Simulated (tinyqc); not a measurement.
Comparisons within one model: coherent potential approximation for a binary alloy with a semi-elliptic band. A value that a table varies takes the place of the one given here.

Site levels eA = -x d (share 1 - x) and eB = (1 - x) d (share x), so that their mean, the virtual crystal, is 0. Pure band: G0(z) = 2 (z - sqrt(z - W) sqrt(z + W))/W^2 with principal roots, density -Im G/pi per site. The medium has a self-energy S(z), G = G0(z - S), z = E + i eta. t_i = (e_i - S)/(1 - (e_i - S) G); the CPA demands <t> = (1 - x) tA + x tB = 0. Iteration: start at S = 0, set S(new) = S + <t>/(1 + <t> G), stop when |<t>| < 1e-9 eV.

Values chosen for the exercise: W = 4.7 eV (half width of the pure band); x = 0.21 (fraction of B); d = 1.28 eV (eB - eA); eta = 0.094 eV (broadening); E1 = -5 eV (first energy); dE = 0.76 eV (step); E = 1.46 eV (energy).

## Virtual crystal, CPA and unmixed bands

Fifteen energies E1 + j dE. Virtual crystal: G0(z). Unmixed: (1 - x) G0(z - eA) + x G0(z - eB), the limit of large separate grains.

Densities (1/eV) and self-energy (eV):
```
E (eV)  virtual crystal     CPA  unmixed     Re S     Im S
-5.00            0.0051  0.0063   0.0112  -0.0671  -0.0034
-4.24            0.0561  0.0599   0.0559  -0.0789  -0.0296
-3.48            0.0884  0.0895   0.0841  -0.0747  -0.0474
-2.72            0.1078  0.1075   0.1059  -0.0689  -0.0617
-1.96            0.1204  0.1192   0.1192  -0.0618  -0.0746
-1.20            0.1283  0.1263   0.1273  -0.0529  -0.0868
-0.44            0.1322  0.1295   0.1313  -0.0417  -0.0984
0.32             0.1325  0.1293   0.1316  -0.0275  -0.1093
1.08             0.1291  0.1258   0.1283  -0.0095  -0.1187
1.84             0.1220  0.1187   0.1210   0.0134  -0.1248
2.60             0.1102  0.1076   0.1089   0.0414  -0.1250
3.36             0.0921  0.0912   0.0900   0.0737  -0.1148
4.12             0.0627  0.0660   0.0574   0.1075  -0.0877
4.88             0.0071  0.0131   0.0187   0.1196  -0.0172
5.64             0.0022  0.0024   0.0065   0.0753  -0.0028
```

d/W = 0.27. CPA and virtual crystal differ by at most 0.006 1/eV, at 4.88 eV, against a peak of 0.135 for the pure band. |Im S| is largest at 2.60 eV (Im S = -0.125 eV); where the density is near zero this is no damping of states. On these rows the CPA density keeps one maximum: the bands are amalgamated.

## Bowing of the band edge from disorder

For eta = 0 the CPA reads G = (1 - x)/(y - eA) + x/(y - eB) with y = E - W^2 G/4; the lower edge is the maximum of E(y) = y + W^2 G(y)/4 for y < eA. The virtual crystal puts it at -W. Second order: -W - 2 x (1 - x) d^2/W, from S = x (1 - x) d^2 G0(-W), G0(-W) = -2/W.

Lower edge (eV):
```
x        edge  edge + W  second order  (edge + W)/(x (1 - x))
0.05  -4.7221   -0.0221       -0.0331                 -0.4644
0.10  -4.7431   -0.0431       -0.0627                 -0.4785
0.25  -4.7989   -0.0989       -0.1307                 -0.5273
0.40  -4.8416   -0.1416       -0.1673                 -0.5901
0.50  -4.8609   -0.1609       -0.1743                 -0.6434
0.60  -4.8705   -0.1705       -0.1673                 -0.7106
0.75  -4.8603   -0.1603       -0.1307                 -0.8549
0.90  -4.8007   -0.1007       -0.0627                 -1.1185
0.95  -4.7606   -0.0606       -0.0331                 -1.2749
```

second-order coefficient = -0.6972 eV

Disorder pushes the edge below the virtual crystal, most at x = 0.6 (-171 meV). The coefficient runs from -0.464 at x = 0.05 to -1.275 eV at 0.95, against -0.697 in second order: it depends strongly on x and is largest in size where the low-lying A atoms are dilute and act as attractive impurities.

## When the band splits

x as given, d varied, eta as given. The density is taken at E = (eA + eB)/2 and at E = eA + eB = (1 - 2x) d, where S has its pole for well split bands; a gap shows as a density of the size of the broadening tail.

Between the two levels:
```
d/W  d (eV)  density at the midpoint (1/eV)  density at (1 - 2x) d (1/eV)  Im S at the midpoint (eV)
0.2    0.94                          0.1308                        0.1301                     -0.060
0.4    1.88                          0.1253                        0.1218                     -0.227
0.6    2.82                          0.1170                        0.1065                     -0.452
0.8    3.76                          0.1070                        0.0807                     -0.651
1.0    4.70                          0.0956                        0.0280                     -0.766
1.2    5.64                          0.0820                        0.0154                     -0.782
1.5    7.05                          0.0526                        0.0090                     -0.607
2.0    9.40                          0.0029                        0.0032                     -0.155
```

The midpoint density falls from 0.131 to 0.0029 1/eV; it first drops below a tenth of the pure peak (0.014) at d/W = 2. At (1 - 2x) d the density drops below that mark at d/W = 1.5, so the bands have parted by then (this mark lags the true splitting), and is least, 0.0032, at d/W = 2. For x = 1/2 the two coincide and the band splits at d = W exactly; here x = 0.21. The size of Im Sigma at the midpoint is largest at d/W = 1.2. It is a lifetime only where the density there is finite; for well separated bands, d/W above 1/(2 sqrt(x (1 - x))), S has a pole in the gap at (1 - 2x) d.

## What each parameter does

Converged values at E. Each row changes one parameter from the base and keeps the others.

Results:
```
case            Re S (eV)  Im S (eV)  density (1/eV)
base               0.0013    -0.1223          0.1227
W = 5.17 eV        0.0008    -0.1098          0.1134
x = 0.26           0.0102    -0.1416          0.1223
d = 1.408 eV      -0.0033    -0.1488          0.1219
eta = 0.188 eV     0.0020    -0.1195          0.1202
E = 1.93 eV        0.0164    -0.1252          0.1176
```

The largest shifts from the base row, up to three for each result and ties (the steps differ in size, so this ranks the rows, not the parameters). Re S (eV): E +0.0151, x +0.0089, d -0.0046. Im S (eV): d -0.0265, x -0.0193, W +0.0124. density (1/eV): W -0.0093, E -0.0051, eta -0.0025.

Run: tinyqc, `OMP_NUM_THREADS=1 python tinyqc.py 1450793 1450794 out.jsonl`; Intel(R) Xeon(R) Processor @ 2.30GHz, one thread, shared host; about 0.01 s of CPU time with all checks.
